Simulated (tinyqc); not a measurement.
Inside a calculation: Boltzmann transport in a parabolic band with a power-law relaxation time. Values are carried at full precision from step to step, so a last printed digit may differ when a step is redone from the rounded ones.

F_j(eta) = (1/Gamma(j + 1)) integral_0^infinity x^j dx/(1 + exp(x - eta)), which tends to exp(eta) for eta << 0.

n = N F_1/2(eta) with N = 2 (m kB T/(4 pi c))^(3/2) with c = hbar^2/2m0, in 1/angstrom^3; times 1e24 for 1/cm^3, m = md.

Constants: hbar^2/2m0 = 3.80998211 eV angstrom^2; kB = 8.617333262e-05 eV/K.

Values chosen for the exercise (masses near those of Si; tau0 is set for a mobility of the usual size at this n, kL is a free input; freeze-out and phonon drag, which matter near 77 K, are left out; the results hold for these values, not for the real material):
```
symbol  value    unit     meaning
n       4.1e+17  1/cm^3   electron density
md      1.054    m0       density-of-states mass
T       300      K
r       -0.5              exponent of tau
tau0    97       fs       tau at E = kT
mc      0.2569   m0       conductivity mass
kL      1.1      W/(m K)  lattice thermal conductivity
```

## Reduced Fermi level

Solve for eta.

N = 2.715e+19 1/cm^3
eta = -4.1878

## Integrals for r = -0.5 (acoustic phonons)

tau = tau0 x^r with x = E/kT. With K_j = Gamma(j + 1) F_j(eta): <tau> = tau0 (r + 3/2) K_(r+1/2)/((3/2) K_(1/2)); mu = <tau>/(mc m0/e), m0/e = 5.685630e-12 kg/C; Hall factor rH = (3/2) K_(1/2) (2r + 3/2) K_(2r+1/2)/((r + 3/2) K_(r+1/2))^2; Seebeck S = -(kB/e) [(r + 5/2) K_(r+3/2)/((r + 3/2) K_(r+1/2)) - eta]; Lorenz number L = (kB/e)^2 [(r + 7/2) K_(r+5/2)/((r + 3/2) K_(r+1/2)) - ((r + 5/2) K_(r+3/2)/((r + 3/2) K_(r+1/2)))^2]; kB/e in V/K. Valley anisotropy is left out of rH.

Evaluate F_j and K_j for j = 1/2, r + 1/2, r + 3/2, r + 5/2 and 2r + 1/2 (each value once).

F_j and K_j:
```
j,F_j,K_j
0.5,0.015099,0.013381
0.0,0.015066,0.015066
1.0,0.015123,0.015123
2.0,0.015151,0.030302
-0.5,0.015019,0.026620
```

## Transport coefficients

Form the ratios; u is the mean energy carried, in kT.

<tau>/tau0 = 0.751
rH = 1.177
u = 2.008
S = -533.9 microvolt/K
L = 1.488 1e-8 W ohm/K^2

The non-degenerate limits are rH = 1.178, u = r + 5/2 = 2 and L = (r + 5/2)(kB/e)^2 = 1.485; the degenerate ones are rH = 1 and L = 2.443.

## Mobility, conductivity and figure of merit

mu = <tau>/(mc m0/e) with m0/e = 5.685630e-12 kg/C; sigma = e n mu, e = 1.602176634e-19 C; Hall mobility rH mu; power factor S^2 sigma; ZT = S^2 sigma T/(kL + L sigma T), all in SI units.

mu = 498 cm^2/(V s)
Hall mobility = 587 cm^2/(V s)
sigma = 32.7 S/cm
power factor = 0.933 mW/(m K^2)
electronic thermal conductivity = 0.0146 W/(m K)
ZT = 0.25

A Hall measurement read with rH = 1 would give a density of 3.48e+17 1/cm^3. Electrons carry 1.3 % of the heat. kL is far below that of crystalline Si, so ZT is too high for it.

## Checks

- Seebeck coefficient against direct integration over -df/dE (microvolt/K): both -533.9.

tinyqc: `OMP_NUM_THREADS=1 python tinyqc.py 1680207 1680208 out.jsonl`; about 0.01 s, one thread, shared Intel(R) Xeon(R) Processor @ 2.30GHz.
